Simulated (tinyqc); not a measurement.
# Bandgap voltage reference from two bipolar transistors, step by step

tinyqc, about 0.02 s, one thread, Intel Xeon 2.30GHz (shared host): `OMP_NUM_THREADS=1 python tinyqc.py 2062080 2062081 out.jsonl` Printed values are rounded.

Two transistors of area 1 and N carry the same current I. Is(T) = Is (T/T0)^eta exp[(Vg0 q/kB)(1/T0 - 1/T)], VBE1 = Vt ln(I/Is(T)) + I rb, VBE2 = Vt ln(I/(N Is(T))) + I rb/N. The amplifier forces I R1(T) = VBE1 - VBE2 + Vos, with R(T) = R (1 + tc (T - T0)) for both resistors, and the output is Vref = VBE1 + I R2(T). Base currents and the Early effect are neglected.

Values chosen for this exercise; values of the order met in silicon bipolar transistors:
```
symbol,value,unit,meaning
T0,300,K,reference temperature
Vg0,1.209,V,band-gap voltage extrapolated to 0 K
eta,3.4,,temperature exponent of the saturation current
Is,2.8e-17,A,saturation current of the unit transistor at T0
N,8,,area ratio of the second transistor
R1,4,kohm,"resistor across which the difference of VBE falls, at T0"
tc,0,ppm/K,temperature coefficient of both resistors
Vos,0,mV,offset of the amplifier
rb,0,ohm,series resistance of the unit transistor
R2,44.12,kohm,output resistor at T0
T,233,K,temperature
```

Constants: q = 1.602176634e-19 C, kB = 1.380649e-23 J/K. Results are converted to the units shown.

## Operating point at the reference temperature

Vt = kB T/q; I = (Vt ln N + Vos)/(R1(T) - rb (1 - 1/N)). Evaluate at T = T0.

Vt = 0.0258520 V
I = 13.4394 uA
Is(T) = 2.8e-17 A
VBE1 = 0.695341 V
I R2 = 0.592948 V
Vref = 1.28829 V

## Operating point at another temperature

Vt = kB T/q; I = (Vt ln N + Vos)/(R1(T) - rb (1 - 1/N)).

Vt = 0.0200784 V
I = 10.4380 uA
Is(T) = 1.71259e-23 A
VBE1 = 0.822238 V
I R2 = 0.460523 V
Vref = 1.28276 V

From T0 to T, VBE1 changes by 127 mV and I R2 by -132 mV, which leaves -5.53 mV in Vref.

## Resistor for zero slope at T0, ideal case

With tc = 0, Vos = 0 and rb = 0 the current is proportional to T, dVBE/dT = (VBE - Vg0 - (eta - 1) Vt)/T, and Vref has zero slope at T0 when Vref = Vg0 + (eta - 1) Vt0. Find VBE1, its slope, that Vref, R2/R1 and the curvature d2Vref/dT2 = -(eta - 1) kB/(q T0).

VBE1 = 0.695341 V
dVBE/dT = -1.91901 mV/K
Vref = 1.27104 V
R2/R1 = 10.7092
curvature = -0.689387 uV/K^2
